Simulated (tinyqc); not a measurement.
Inside a calculation. Method: one-electron ion in a basis of Gaussians. Computed by tinyqc, a small Python program that keeps every step. Settings: Z = 6, l = 0. Command: `OMP_NUM_THREADS=1 python tinyqc.py 30024 30025 out.jsonl` (the two numbers bound the seeds that draw the settings). One thread of a shared host (Intel(R) Xeon(R) Processor @ 2.60GHz), about 0.01 s of CPU time with the checks.

## Matrices over normalised Gaussians

exponents of r^l exp(-a r^2) (1/bohr^2): 5.326000  19.040000  68.050000

Z = 6

l = 0

With p = a_i + a_j and I(k) = Gamma((k+1)/2) / (2 p^((k+1)/2)): S = I(2l+2), T = (2l+3) a_i a_j S / p, V = -Z I(2l+1), each divided by sqrt(S_ii S_jj).

S, lower triangle:
```
,1,2,3
1,1.000000
2,0.751484,1.000000
3,0.373797,0.751560,1.000000
```

T (hartree), lower triangle:
```
,1,2,3
1,7.989000
2,9.382635,28.560000
3,5.539014,33.543772,102.075000
```

V (hartree), lower triangle:
```
,1,2,3
1,-22.096419
2,-25.114130,-41.778686
3,-21.678001,-47.484768,-78.983318
```

## Generalised eigenproblem

H = T + V (hartree), lower triangle:
```
,1,2,3
1,-14.107419
2,-15.731495,-13.218686
3,-16.138988,-13.940995,23.091682
```

Solve H C = S C e through S^(-1/2); each column has its largest component positive (the first on a tie).

eigenvalues of S: 0.107778  0.626203  2.266020

eigenvalues (hartree): -17.745069  8.234846  103.037916

coefficients:
```
,1,2,3
1,0.620007,1.386341,-0.734182
2,0.348207,-1.364420,1.908459
3,0.149479,-0.055478,-1.679494
```

For Z = 6 and l = 0 the exact lowest level is -Z^2/(2 n^2) with n = l + 1: -18.000000 hartree.
